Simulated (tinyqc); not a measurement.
Chemical vapour deposition: Grove model, boundary layer, depletion and step coverage: one step, computed by the program tinyqc. Command: `OMP_NUM_THREADS=1 python tinyqc.py 3023270 3023271 out.jsonl cvd walk`. One thread of a shared host (Intel(R) Xeon(R) Processor @ 2.30GHz), about 0.01 s of CPU time with the checks.

A precursor diffuses to the surface and reacts there at first order; each molecule that reacts adds one formula unit of film.

Task: Depletion along the susceptor. Plug flow: U b dC/dx = -k_eff C with k_eff = k_s h_g/(k_s + h_g), so C falls as exp(-k_eff x/(U b)); the used share of the precursor is 1 - C(L)/C(0).

Inputs (values chosen for the exercise, close to those used for tungsten from its fluoride):

| quantity | value | unit |
|---|---|---|
| temperature T | 510 | C |
| gas velocity U | 13 | cm/s |
| susceptor length L | 32 | cm |
| channel height b | 6 | cm |

Reactor: horizontal, reduced pressure.

surface rate constant k_s = 25.20962 cm/s

mass-transfer coefficient h_g = 10.56241 cm/s

growth rate G at the inlet = 480.7647 nm/min

Give: k_eff; depletion length; rate at the outlet over rate at the inlet; rate at the outlet.

Result:

k_eff = 7.444 cm/s

depletion length = 10.48 cm

rate at the outlet over rate at the inlet = 0.04718

rate at the outlet = 22.68 nm/min

95.3 % of the precursor is used. Caution: the boundary layer is capped at b/2, so U, L and nu no longer affect h_g.
